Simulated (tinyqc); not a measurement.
From a target to a composition: model-solid line-up of a strained alloy layer on a substrate.

Problem. A layer of the alloy is strained to the substrate, and its gap (Ec minus the top valence edge) is given. Find x between 0.02 and 0.90, where the gap is monotonic.

All values of the alloy are linear in x but the gap, Eg(x) = (1 - x) Eg_A + x Eg_B - C x (1 - x), and the valence edge, Ev(x) = (1 - x) Ev_A + x Ev_B + fv C x (1 - x); Ec = Ev + Eg. Ev is the top of the unstrained valence band on a scale common to all materials. In the layer only the Gamma valley of the conduction band is followed, also where an X or L valley would lie lower.

Coherent growth on a (110) face: e_par = (a_s - a)/a, e_perp = -(C11 + 3 C12 - 2 C44)/(C11 + C12 + 2 C44) e_par; exx = eyy = (e_par + e_perp)/2, ezz = e_par, exy = (e_perp - e_par)/2, eyz = ezx = 0.

Strained edges: Ec + ac tr(e); the valence edges are Ev plus the levels of the 6 x 6 matrix of X, Y, Z times spin with -Dso/3 + l exx + m (eyy + ezz) on the diagonal (cyclic), n exy off it, l = av + 2 b, m = av - b, n = sqrt(3) d. Spin-orbit term (Dso/3) L.sigma on X, Y, Z with (L_k)_ij = -i epsilon_kij: <X+|H|Y+> = -i Dso/3, <X+|H|Z-> = Dso/3, <Y+|H|Z-> = -i Dso/3, <Z+|H|X-> = -Dso/3, <Z+|H|Y-> = i Dso/3, <X-|H|Y-> = i Dso/3, and their conjugates; + and - are the spin along z.

Parameters, chosen for this exercise (A near InAs, B near AlAs, substrate near InP; not measured data):

| symbol | value | unit | meaning |
|---|---|---|---|
| a | (6.05, 5.662) | angstrom | lattice constant of A, B |
| Eg | (0.416, 3.092) | eV | gap at Gamma to the s-like level of A, B |
| Dso | (0.392, 0.279) | eV | spin-orbit splitting of A, B |
| Ev | (-0.58, -1.34) | eV | top of the unstrained valence band of A, B |
| ac | (-5.06, -5.71) | eV | conduction deformation potential of A, B |
| av | (1, 2.44) | eV | valence hydrostatic potential of A, B |
| b | (-1.83, -2.31) | eV | tetragonal shear potential of A, B |
| d | (-3.55, -3.35) | eV | trigonal shear potential of A, B |
| C11 | (84.3, 123.7) | GPa | of A, B |
| C12 | (44.9, 54.1) | GPa | of A, B |
| C44 | (39.8, 53.5) | GPa | of A, B |
| C | 0.826 | eV | bowing of the gap |
| fv | 0.3 |  | share of the bowing taken by the valence edge |
| a_s | 5.868 | angstrom | substrate |
| face | 110 |  | growth face |

strained gap = 1.969065 eV

Find: x; e_par; gap of the relaxed alloy.

Solution. Bisect on x; the strained gap is 0.5918 eV at x = 0.02 and 2.2908 eV at x = 0.90.

x = 0.740
e_par = 1.824 %
gap of the relaxed alloy = 2.237 eV

Computed by tinyqc, a small Python program: `OMP_NUM_THREADS=1 python tinyqc.py 1080246 1080247 out.jsonl` (the numbers bound the seed that draws the inputs); one thread of a shared host (Intel(R) Xeon(R) Processor @ 2.30GHz), about 0.01 s for the whole set of steps.
